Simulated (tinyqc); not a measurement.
Worked calculation: two-dimensional electron gas with Rashba and Dresselhaus coupling. Values are carried at full precision from step to step, so a last printed digit may differ when a step is redone from the rounded ones.

H = c k^2/m + al (ky sx - kx sy) + b1 (kx sx - ky sy) + gam kx ky (kx sy - ky sx), s the Pauli matrices, x = [100], c = hbar^2/2m0, b1 = gam (pi/L)^2 (hard walls). H = c k^2/m + B.s, so E = c k^2/m -/+ |B| and the lower state has its spin along -B.

Constants: hbar^2/2m0 = 3.80998211 eV angstrom^2; hbar = 6.58211957e-16 eV s.

Values chosen for the exercise (of the size met in GaAs; not measured data): m = 0.0628 m0 (mass); al = 0.019 eV angstrom (Rashba constant); gam = 12 eV angstrom^3 (bulk Dresselhaus constant); L = 246 angstrom (width of the (001) well); n = 6.6 1e11/cm^2 (sheet density (one subband filled)); phi = 135 degrees (angle of k from [100]).

## Scales

b1; mean Fermi wave vector k0 = sqrt(2 pi n) (1e11/cm^2 = 1e-5/angstrom^2); E0 = c k0^2/m; b3 = gam k0^2/4; kR = al m/(2c) and ER = al kR/2, the shift and depth of a pure Rashba band.

b1 = 0.001957 eV angstrom
k0 = 0.02036 1/angstrom
E0 = 25.159 meV
b3 = 0.001244 eV angstrom
kR = 0.0001566 1/angstrom
ER = 0.001488 meV

The ratio al/(b1 - b3) is 26.65; kR is 0.8 % of k0.

## Spin-orbit field at one point of the Fermi circle

k = k0 (cos phi, sin phi). Form B, the splitting 2|B| and the direction of the lower spin, atan2(-By, -Bx).

Bx, By (meV): 0.2812  0.2812

splitting = 0.7955 meV
direction of the lower spin = -135.0 degrees

## The matrix

H = [[E0, Bx - i By], [Bx + i By, E0]] in meV; diagonalise. Precession period h/(2|B|) = 2 pi hbar/(splitting).

H (meV):
```
                  up            down
up           25.1586  0.2812-0.2812i
down  0.2812+0.2812i         25.1586
```

levels (meV): 24.7609  25.5564

period = 5.20 ps

## The two wave vectors at the energy E0 along this direction

Solve c k^2/m -/+ |B(k)| = E0. The spin turns by (k_outer - k_inner) per length, so a half turn takes pi/(difference).

k (1/angstrom): outer 0.020526, inner 0.020204

difference = 0.0003219 1/angstrom
length of a half turn = 975.8 nm

For linear terms alone the difference is (m/c)|B|/k, whatever the energy: every electron along this direction turns alike, the basis of the spin transistor. The cubic term makes it depend on density.

## Checks

- Difference of the Fermi wave vectors without Dresselhaus terms against al m/c: both 0.00031318.

Computed by tinyqc, a small Python program: `OMP_NUM_THREADS=1 python tinyqc.py 1482195 1482196 out.jsonl` (the numbers bound the seed that draws the inputs); one thread of a shared host (Intel(R) Xeon(R) Processor @ 2.30GHz), about 0.01 s for the whole set of steps.
